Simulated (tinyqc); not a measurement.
Nanowire ballistic transistor, top-of-the-barrier model: one step of the calculation.

At the top of the source barrier, states moving towards the drain are filled by the source (Fermi level 0) and states moving back by the drain (Fermi level -q Vd); nothing scatters. U is the shift of the band edge there, set by the capacitances CG, CD and CS (the total) and by the charge. Parabolic one-dimensional subband; the source is grounded.

Task. Current, mean velocity and share of the gate voltage. N0 = gv sqrt(2 m kB T/pi)/hbar, CG = 2 pi eps0 eox/ln(1 + 2 tox/d), CS = CG/aG, n0 = n at U = 0 and Vd = 0. eta1 = -(E0 + U)/Vt, eta2 = eta1 - Vd/Vt, n = (N0/2)[F_(-1/2)(eta1) + F_(-1/2)(eta2)], F_(-1/2)(x) = (1/sqrt(pi)) int_0^infinity u^(-1/2)/(1 + exp(u - x)) du. I = gv (2 q^2/h) Vt [ln(1 + exp eta1) - ln(1 + exp eta2)]. Mean velocity I/(q n). CQ = (q/Vt) dn/d(eta1); the band edge follows the gate as -dU/dVg = aG/(1 + CQ/CS).

Values chosen for this exercise; mass and valleys close to those of germanium:
- T = 400 K (temperature)
- m = 0.121 m0 (effective mass)
- gv = 4 (valley degeneracy)
- eox = 9 (relative permittivity of the gate insulator)
- tox = 2.1 nm (insulator thickness)
- d = 2 nm (wire diameter)
- aG = 0.75 (gate control CG/CS)
- E0 = 0.25 eV (band edge at the barrier top above the source Fermi level at zero bias)
- Vd = 0.2 V (drain voltage)

Constants: q = 1.602176634e-19 C, kB = 1.380649e-23 J/K, hbar = 1.054571817e-34 J s, h = 6.62607015e-34 J s, m0 = 9.1093837015e-31 kg, Vt = kB T/q, eps0 = 8.8541878128e-14 F/cm where lengths are in cm. Results are converted to the units shown.

converged U = -0.36616679 eV

Wanted: eta1; n; I; mean velocity; CQ; -dU/dVg.

Result.

eta1 = 3.3701
n = 7.7110e6 cm^-1
I = 35.464 uA
mean velocity = 2.8706e7 cm/s
CQ = 7.2314 pF/cm
-dU/dVg = 0.33700 eV/V

The carriers from the source are degenerate (eta1 = 3.37), and the mean velocity is 1.61 times vT = sqrt(2 kB T/(pi m)) = 1.79e7 cm/s.

Program tinyqc, `OMP_NUM_THREADS=1 python tinyqc.py 2400045 2400046 out.jsonl`; Intel Xeon 2.30GHz, shared host, one thread, about 0.04 s.
